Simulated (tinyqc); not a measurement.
Inside a calculation: band offset of a heterojunction with an interface dipole (two-band chains, self-consistent charge). Values are carried at full precision from step to step, so a last printed digit may differ when a step is redone from the rounded ones.

Sites alternate A, C. Left: A at -G1/2, C at +G1/2, hopping -t1; right: A at D - G2/2, C at D + G2/2, hopping -t2; the bonds across the two interfaces of a ring (C left to A right, C right to A left) have -sqrt(t1 t2). D is the offset of the mid-gaps, so Ev(right) - Ev(left) = D - (G2 - G1)/2 and Ec(right) - Ec(left) = D + (G2 - G1)/2. The closing bond has its sign reversed (antiperiodic ring). Half the levels are filled with two electrons each. The charge moved is q = (electrons on the left) less one a site; the mean over the two interfaces, q/2, is taken as the charge that crosses each, and its dipole opposes the offset: D = D0 - u q/2.

Inputs chosen for the exercise (gaps near those of Si and HfO2; the chains and D0 are free models, so the offsets are not those of the real pair; the results hold for these values, not for the real material):
```
symbol  value  unit  meaning
G1      1.09   eV    gap on the left
G2      5.91   eV    gap on the right
t1      2.37   eV    hopping on the left
t2      1.71   eV    hopping on the right
D0      -1.88  eV    mid-gap of the right side above that of the left, without dipole
n       2            cells a side in the small ring
u       3      eV    potential step per electron moved across
mx      0.8          mixing
```

## The small ring at D = D0

Fill in H.

H (eV):
```
         AL1      CL1      AL2      CL2      AR1      CR1      AR2      CR2
AL1  -0.5450  -2.3700        0        0        0        0        0   2.0131
CL1  -2.3700   0.5450  -2.3700        0        0        0        0        0
AL2        0  -2.3700  -0.5450  -2.3700        0        0        0        0
CL2        0        0  -2.3700   0.5450  -2.0131        0        0        0
AR1        0        0        0  -2.0131  -4.8350  -1.7100        0        0
CR1        0        0        0        0  -1.7100   1.0750  -1.7100        0
AR2        0        0        0        0        0  -1.7100  -4.8350  -1.7100
CR2   2.0131        0        0        0        0        0  -1.7100   1.0750
```

## Levels and site charges

Diagonalise, fill the lower half with two electrons each, and sum the electrons on the left (L) less one a site.

levels (eV): -6.2322  -5.5388  -3.7691  -1.9323  1.1335  1.7068  2.9385  4.1736

electrons on the sites: AL1 1.2694, CL1 0.6673, AL2 1.2380, CL2 0.5846, AR1 1.7836, CR1 0.2330, AR2 1.8029, CR2 0.4212

q = -0.2406 electrons

Electrons move to the right, the side whose mid-gap lies lower.

## Self-consistent offset

From here on the ring has 24 cells a side.

Start at D = D0; D(out) = D0 - u q(D)/2; D(new) = D + mx (D(out) - D); stop when |D(out) - D| < 1e-7 eV.

Iterations:
```
i    D (eV)         q  D(out) (eV)  D(out) - D
0  -1.88000  -0.27998     -1.46002       0.420
1  -1.54402  -0.21788     -1.55319    -0.00917
2  -1.55135  -0.21914     -1.55128    6.97e-05
3  -1.55130  -0.21913     -1.55130   -5.50e-07
4  -1.55130  -0.21913     -1.55130    4.34e-09
```

D = -1.5513 eV

Converged at i = 4: the dipole removes 17 % of the starting offset.

## Linear response

chi = (q(+h) - q(-h))/(2h) at D = 0 with h = 0.01 eV; S = 1/(1 + u chi/2); linear estimate D = S D0.

chi = 0.12606 1/eV
S = 0.8410
linear estimate of D = -1.5810 eV

The self-consistent value is -1.5513 eV, +29.7 meV from the estimate. At D = 0 no net charge crosses: the mid-gaps are the neutrality levels of these symmetric chains.

## The line-up

Ev(right) - Ev(left) = D - (G2 - G1)/2 and Ec(right) - Ec(left) = D + (G2 - G1)/2, for D0, for the self-consistent D and for D = 0. Type I: the offsets have opposite signs; type III: one valence edge lies above the other conduction edge; else type II.

Offsets (eV):
```
case                            D  valence  conduction                 type
no dipole                  -1.880   -4.290       0.530  type I (straddling)
self-consistent            -1.551   -3.961       0.859  type I (straddling)
neutrality levels aligned   0.000   -2.410       2.410  type I (straddling)
```

The dipole shifts both offsets alike and leaves the type.

## Checks

- q at D = 0 against zero, as particle-hole symmetry demands: both 0.000000.
- q at the self-consistent D on 24 against 48 cells a side: both -0.2191.

Run: tinyqc, `OMP_NUM_THREADS=1 python tinyqc.py 1450985 1450986 out.jsonl`; Intel(R) Xeon(R) Processor @ 2.30GHz, one thread, shared host; about 0.3 s of CPU time with all checks.
